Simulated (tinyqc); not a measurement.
Jacobi rotations on a symmetric matrix, step by step. One step of it, computed by the program tinyqc.

Task: Jacobi rotation 3. Take the largest off-diagonal element A_pq; tan 2 theta = 2 A_pq / (A_qq - A_pp) with |theta| <= pi/4; A' = J^T A J with J_pp = J_qq = cos, J_pq = sin, J_qp = -sin.

A':
```
,1,2,3
1,0.407265,0.000000,-0.019259
2,0.000000,2.161815,0.180197
3,-0.019259,0.180197,4.075920
```

Give: p, q, theta; A'.

Result:

p, q, theta (rad): 2.0000  3.0000  0.0931

A':
```
,1,2,3
1,0.4073,0.0018,-0.0192
2,0.0018,2.1450,0.0000
3,-0.0192,0.0000,4.0927
```
